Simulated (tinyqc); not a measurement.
# p-n diode with diffusion and depletion-layer recombination: what changes with what

Abrupt junction in the depletion approximation, low injection, full ionisation, neutral widths fixed, ohmic contact on the p side. Vj is the junction voltage; where a series resistance Rs is given, V = Vj + J Rs is the terminal voltage.

Parameters, values chosen for the exercise; band and dielectric values close to those of In0.53Ga0.47As: temperature T = 400 K; band gap Eg = 0.746 eV; relative permittivity eps_r = 13.7; conduction-band density of states at T Nc = 3.2e17 cm^-3; valence-band density of states at T Nv = 1.16e19 cm^-3; acceptor density Na = 2.4e18 cm^-3; donor density Nd = 2.3e16 cm^-3; electron mobility in the p side mun = 1500 cm^2/(V s); hole mobility in the n side mup = 210 cm^2/(V s); electron lifetime tn = 7e-7 s; hole lifetime tp = 1e-8 s; neutral width of the p side wp = 13 um; neutral width of the n side wn = 1.8 um; recombination velocity at the n contact Sp = 70 cm/s; series resistance Rs = 0.00018 ohm cm^2; trap level above the intrinsic level Et = 0 eV; junction voltage at which recombination is evaluated Vj = 0.31 V.

Constants: q = 1.602176634e-19 C, kB = 1.380649e-23 J/K, Vt = kB T/q, eps0 = 8.8541878128e-14 F/cm where lengths are in cm. Results are converted to the units shown.

Each table varies one quantity; the others keep the values above.

## Currents and ideality against junction voltage

ni = sqrt(Nc Nv) exp(-Eg/(2 Vt)), Eg in volts; D = mu Vt; Ln = sqrt(Dn tn), Lp = sqrt(Dp tp); J0n = q ni^2 Dn coth(wp/Ln)/(Ln Na); J0p = (q ni^2 Dp/(Lp Nd)) (s + tanh(wn/Lp))/(1 + s tanh(wn/Lp)), s = Sp Lp/Dp. J_diff = (J0n + J0p)(exp(Vj/Vt) - 1). Vbi = Vt ln(Na Nd/ni^2), W = sqrt(2 eps0 eps_r (Vbi - Vj)(1/Na + 1/Nd)/q), xp = W Nd/(Na + Nd), xn = W Na/(Na + Nd); u(x) = q Na (x + xp)^2/(2 eps0 eps_r) for x < 0 and Vbi - Vj - q Nd (xn - x)^2/(2 eps0 eps_r) for x > 0; p = Na exp(-u/Vt), n = Nd exp((u - Vbi + Vj)/Vt); U = ni^2 (exp(Vj/Vt) - 1)/(tp (n + ni exp(Et/Vt)) + tn (p + ni exp(-Et/Vt))); J_scr = q times the integral of U from -xp to xn. J = J_diff + J_scr. Ideality = (1/Vt) dVj/d ln J or (1/Vt) dV/d ln J; last column ni^2 exp(Vj/Vt)/N^2.

Results:
columns A: Vj (V); B: J_diff (A/cm^2); C: J_scr (A/cm^2); D: J (A/cm^2); E: V (V); F: ideality against Vj; G: ideality against V; H: minority/doping, lighter side
```
A           B         C        D       E      F      G         H
0.15  0.01276  0.001374  0.01414  0.1500  1.017  1.018  2.172e-4
0.18  0.03071  0.002483  0.03319  0.1800  1.021  1.021  5.186e-4
0.21  0.07355  0.004314  0.07787  0.2100  1.020  1.020  0.001238
0.24   0.1759  0.007115   0.1830  0.2400  1.017  1.018  0.002957
0.27   0.4201   0.01086   0.4310  0.2701  1.014  1.016  0.007060
0.33    2.396   0.01821    2.414  0.3304  1.006  1.019   0.04025
0.36    5.721   0.02028    5.741  0.3610  1.003  1.033   0.09611
0.39    13.66   0.02135    13.68  0.3925  1.001  1.073    0.2295
```

Estimate the missing row, Vj = 0.3 V.

Computed row:
columns A: Vj (V); B: J_diff (A/cm^2); C: J_scr (A/cm^2); D: J (A/cm^2); E: V (V); F: ideality against Vj; G: ideality against V; H: minority/doping, lighter side
```
A        B        C      D       E      F      G        H
0.3  1.003  0.01490  1.018  0.3002  1.010  1.016  0.01686
```

With this row back in the table: The ideality against Vj goes from 1.017 through a maximum of 1.021 (at Vj = 0.18 V among the rows listed) to 1.001. Diffusion is the larger current in every row. J_scr alone has an ideality of 1.47 between the first two rows and 17.0 between the last two. Rows from Vj = 0.39 V on lie beyond low injection.

## Effect of the trap level above the intrinsic level

Same model as above.

J = J_diff + J_scr.

The same in every row: J0n (A/cm^2) = 3.992e-6; J0p (A/cm^2) = 1.626e-4; J_diff (A/cm^2) = 1.341; wn/Lp = 0.6690.

Result of one run:
```
Et (eV)  J_scr (A/cm^2)  J_scr/J (%)
0.1             0.01652        1.217
```

What becomes of these results when the trap level above the intrinsic level Et is changed from 0.1 to 0.3 eV, all else the same?

Result of the changed run:
```
Et (eV)  J_scr (A/cm^2)  J_scr/J (%)
0.3            0.004675       0.3474
```

The whole series:
```
Et (eV)  J_scr (A/cm^2)  J_scr/J (%)
-0.3           1.359e-4      0.01013
-0.2           0.001720       0.1281
-0.1            0.01042       0.7709
0               0.01613        1.189
0.1             0.01652        1.217
0.2             0.01436        1.059
0.3            0.004675       0.3474
```

As Et goes from -0.3 to 0.3, J0p stays at 1.63e-4 A/cm^2, J_scr goes from 1.36e-4 through a maximum of 0.0165 (at Et = 0.1 among the rows listed) to 0.00468 A/cm^2 and its share goes from 0.0101 through a maximum of 1.22 (at Et = 0.1 among the rows listed) to 0.347 %. A level far from mid-gap re-emits carriers to the nearer band, which lowers U once ni exp(|Et|/Vt) exceeds the local carrier density.

Numbers from tinyqc (`OMP_NUM_THREADS=1 python tinyqc.py 2260064 2260065 out.jsonl`; about 0.01 s on one thread of a shared Intel Xeon 2.30GHz).
